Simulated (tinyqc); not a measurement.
Ballistic transport through the one-dimensional subbands of a rectangular nanowire or nanosheet channel: one step, computed by the program tinyqc. Command: `OMP_NUM_THREADS=1 python tinyqc.py 3021589 3021590 out.jsonl wire walk`. One thread of a shared host (Intel(R) Xeon(R) Processor @ 2.30GHz), about 0.04 s of CPU time with the checks.

Hard walls, parabolic subbands, transport along x. Energies are counted from the bulk conduction band edge at the top of the barrier, which the gate pulls down by U; the source Fermi level lies at the bulk edge when U = 0.

Question. Conductance, capacitance and scattering. Linear conductance G = (2 e^2/h) sum_i g f(eta_i), g = 2, f = 1/(1 + exp(-eta_i)), with the barrier frozen at the eta_i above; current per perimeter I/(2(a + b)); with scattering, transmission lambda/(lambda + L) and low-bias resistance (1 + L/lambda)/G.

Inputs (values chosen for the exercise, modelled on silicon): height a = 3.1 nm; width b = 4.8 nm; temperature T = 150 K; mean free path for back-scattering lambda = 160 nm; channel length L = 180 nm.

Valleys: silicon [100] wire.

Occupation:
```
subband      eta_i    n_i (1/nm)  I_i (microampere)
1         10.39391  1.017981e+00       1.549547e+00
2          3.01658  4.904194e-01       1.443309e+00
3          0.56547  1.954260e-01       8.429955e-01
4         -1.08287  5.956158e-02       2.934186e-01
5         -2.26236  4.532852e-02       1.044091e-01
6         -7.91528  7.641265e-05       3.938490e-04
7         -9.54235  1.501799e-05       7.740958e-05
8        -15.81526  2.833630e-08       1.460597e-07
9        -17.48066  5.358799e-09       2.762198e-08
10       -19.37079  8.094583e-10       4.172360e-09
```

ballistic current I = 4.234150 microampere

Constants: e = 1.602176634e-19 C; h = 6.62607015e-34 J s.

Give: open modes sum g f; ballistic conductance; current per perimeter; transmission; low-bias resistance with scattering.

Answer.

open modes sum g f = 5.877

ballistic conductance = 455.4 microsiemens

current per perimeter = 268.0 microampere/micrometre

transmission = 0.4706

low-bias resistance with scattering = 4.666 kiloohm

Even without scattering the wire has h/(2 e^2 M) = 2.20 kiloohm, which sits in the contacts.
